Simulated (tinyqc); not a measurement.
Tight binding, dimerised chain, step by step. One step of it, computed by the program tinyqc.

Question. Bloch Hamiltonian at X. H_AA = +delta, H_BB = -delta, H_AB = -t1 - t2 exp(-i k a).

Parameters chosen for this model:
```
parameter     value                      unit
t1         1.280000       eV, inside the cell
t2         0.560000         eV, between cells
delta      0.080000  eV, +/- on the two sites
```

k point X (2 pi / a): [0.500000]

Give: H(k) at X.

Answer.

H(k) at X (eV), order A, B:
```
[[0.0800, -0.7200],
 [-0.7200, -0.0800]]
```
